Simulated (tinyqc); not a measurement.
What moves lifetime and leakage: Shockley-Read-Hall recombination through one deep level.

One level at Et with degeneracy 1: tn = 1/(sn vth Nt), tp = 1/(sp_ vth Nt), n1 = Nc exp((Et - Eg)/kT), p1 = Nv exp(-Et/kT), ni^2 = n1 p1. Equilibrium p0 = Nm, n0 = ni^2/Nm; n = n0 + dn, p = p0 + dn. U = (n p - ni^2)/(tp (n + n1) + tn (p + p1)), lifetime dn/U; emission rates en = sn vth n1, ep = sp_ vth p1.

Constants: kB = 8.617333262e-05 eV/K.

Values chosen for the exercise (gap and densities of states near those of Si at this temperature; the results hold for these values, not for the real material):
```
symbol  value     unit    meaning
Eg      1.131     eV      gap
Nc      3.64e+19  1/cm^3  conduction-band density of states
Nv      1.34e+19  1/cm^3  valence-band density of states
T       350       K
Et      0.89      eV      recombination level above Ev
Nt      1.3e+16   1/cm^3  defects
sn      1.5e-15   cm^2    electron capture cross-section
sp_     6.5e-16   cm^2    hole capture cross-section
vth     25000000  cm/s    thermal velocity, both carriers
Nm      1.3e+17   1/cm^3  equilibrium holes for the lifetime steps
dn      4.9e+12   1/cm^3  excess pairs
```

G = Nt en ep/(en + ep).

One parameter was then changed.

Results before and after:
```
case     lifetime (microsecond)  G (1/(cm^3 s))
base                   0.002500        4.33e+14
changed                0.001475        4.33e+14
```

Which of these changes was made? (a) Nm = 3.9e+17 1/cm^3; (b) Nt = 6.5e+15 1/cm^3; (c) dn = 1.47e+13 1/cm^3; (d) sn = 3e-15 cm^2; (e) Et = 0.93 eV; (f) sp_ = 1.3e-15 cm^2.

Answer: (d) sn = 3e-15 cm^2. Of the candidates, run in turn, only this one gives the changed row.

All candidates:
```
case                  lifetime (microsecond)  G (1/(cm^3 s))
base                                0.002500        4.33e+14
Et = 0.93 eV                        0.003742        1.15e+14
sn = 3e-15 cm^2                     0.001475        4.33e+14
sp_ = 1.3e-15 cm^2                  0.002276        8.66e+14
Nt = 6.5e+15 1/cm^3                 0.005001        2.16e+14
Nm = 3.9e+17 1/cm^3                 0.002201        4.33e+14
dn = 1.47e+13 1/cm^3                0.002501        4.33e+14
```

Program tinyqc; command `OMP_NUM_THREADS=1 python tinyqc.py 1651519 1651520 out.jsonl`; about 0.01 s on one thread of a shared Intel(R) Xeon(R) Processor @ 2.30GHz.
